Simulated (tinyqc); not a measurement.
From one set of inputs to another, one input at a time: pressure-driven transition between two phases with analytic equations of state. Computed by tinyqc, a small Python program. Command: `OMP_NUM_THREADS=1 python tinyqc.py 3005454 3005455 out.jsonl transition ladder`. One thread of a shared host (Intel(R) Xeon(R) Processor @ 2.30GHz), about 0.02 s of CPU time with the checks.

Each phase obeys E = E0 + (9 B0 V0/h^2) {1 + [h (1 - x) - 1] exp(h (1 - x))}, P = 3 B0 (1 - x) x^-2 exp(h (1 - x)), x = (V/V0)^(1/3), h = (3/2)(B' - 1); E0 = 0 for phase 1 and Delta E0 for phase 2. H = E + P V.

The inputs printed are set A. Inputs not listed in the table keep their values of set A, so the rows need not describe a real material.

Inputs (values chosen for the exercise, for two model phases):

| quantity | value | unit |
|---|---|---|
| volume V0 of phase 1 | 21.5 | angstrom^3/atom |
| B0 of phase 1 | 55.2 | GPa |
| B' of phase 1 | 4.13 | - |
| volume V0 of phase 2 | 16.3 | angstrom^3/atom |
| B0 of phase 2 | 73.4 | GPa |
| B' of phase 2 | 4.9 | - |
| energy of phase 2 above phase 1, Delta E0 | 0.084 | eV/atom |
| entropy of phase 2 less phase 1, Delta S | -0.29 | k_B/atom |
| temperature T | 300 | K |

Equation of state: Vinet.

Constants: 1 eV/angstrom^3 = 160.2176634 GPa; k_B = 8.617333262e-05 eV/K.

Method. Start from P = Delta E0/(V0 of phase 1 - V0 of phase 2); at each P solve P(V) = P for both phases and step P(new) = P - (H_2 - H_1)/(V_2 - V_1); stop when |H_2 - H_1| < 1e-10 eV. At the zero-temperature transition the volume change is V_2/V_1 - 1 and the work is P (V_1 - V_2). At T the condition is H_2 - H_1 - T Delta S = 0, with Delta S constant and thermal expansion left out; the Clausius-Clapeyron slope is dP/dT = Delta S/(V_2 - V_1) at the zero-temperature point.

Each row keeps all changes above it:

| input moved | from | to | transition pressure (GPa) | volume change (%) | transition pressure at T (GPa) |
|---|---|---|---|---|---|
| set A | - | - | 2.6949 | -23.367 | 2.9458 |
| entropy of phase 2 less phase 1, Delta S (k_B/atom) | -0.29 | 0.38 | 2.6949 | -23.367 | 2.3688 |
| B0 of phase 2 (GPa) | 73.4 | 31.2 | 2.5310 | -26.177 | 2.2390 |
| B' of phase 2 | 4.9 | 3.88 | 2.5253 | -26.330 | 2.2349 |
| volume V0 of phase 2 (angstrom^3/atom) | 16.3 | 7.66 | 0.9774 | -64.814 | 0.8626 |
| volume V0 of phase 1 (angstrom^3/atom) | 21.5 | 9.5 | 6.7776 | -24.068 | 6.0148 |
| B0 of phase 1 (GPa) | 55.2 | 26.1 | 8.7769 | -17.517 | 7.6172 |
| B' of phase 1 | 4.13 | 4.38 | 8.6896 | -17.842 | 7.5550 |

Transition pressure goes from 2.69 to 8.69, a factor 3.22 in all. The largest single move comes from volume V0 of phase 1 (a factor 6.93), and volume V0 of phase 2 works against it (a factor 0.387). Volume change goes from -23.4 to -17.8, +5.53 in all. The largest single move comes from volume V0 of phase 1 (+40.7), and volume V0 of phase 2 works against it (-38.5). Transition pressure at T goes from 2.95 to 7.55, a factor 2.56 in all. The largest single move comes from volume V0 of phase 1 (a factor 6.97), and volume V0 of phase 2 works against it (a factor 0.386). The single moves hold for this order of the switches; the total does not depend on the order.

Caution (all rows): a constant Delta S holds only at high temperature; it vanishes as T goes to 0, so the shift counted from T = 0 is somewhat too large.

Extremes, crossings and ranges named in words are read from the listed rows.
